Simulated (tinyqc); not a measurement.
Speciation in dilute and buffered hydrofluoric acid, oxide etch rate and bath loading: one step, computed by the program tinyqc.

Concentrations stand for activities, NH4+ and Cl- are spectators, and water ionisation is neglected. H, F and HF2 denote the ions H+, F- and HF2-. The base temperature is 298 K.

Task: Etch rate. Rate = k_a ([HF] + 2 [H2F2]) + k_b [HF2], an empirical two-term form. Time = oxide/rate; a temperature error changes the rate by exp((E_a/k_B)(1/298 - 1/(298 + error))) - 1.

Inputs (values chosen for the exercise, of the order of those for thermal oxide at room temperature):
```
quantity,value,unit
rate constant of neutral HF k_a,15,nm L/(min mol)
rate constant of HF2 k_b,50,nm L/(min mol)
activation energy,0.31,eV
temperature error,0.55,K
oxide removed per wafer,1.2,nm
```

[HF] = 0.02698252 mol/L

[H2F2] = 0.002082242 mol/L

[HF2] = 4.290197e-04 mol/L

Constants: k_B = 8.617333262e-05 eV/K.

Give: etch rate; share of HF2 in the rate; etch time; rate change from the temperature error.

Result:

etch rate = 0.4887 nm/min

share of HF2 in the rate = 4.390 %

etch time = 147.3 s

rate change from the temperature error = 2.249 %
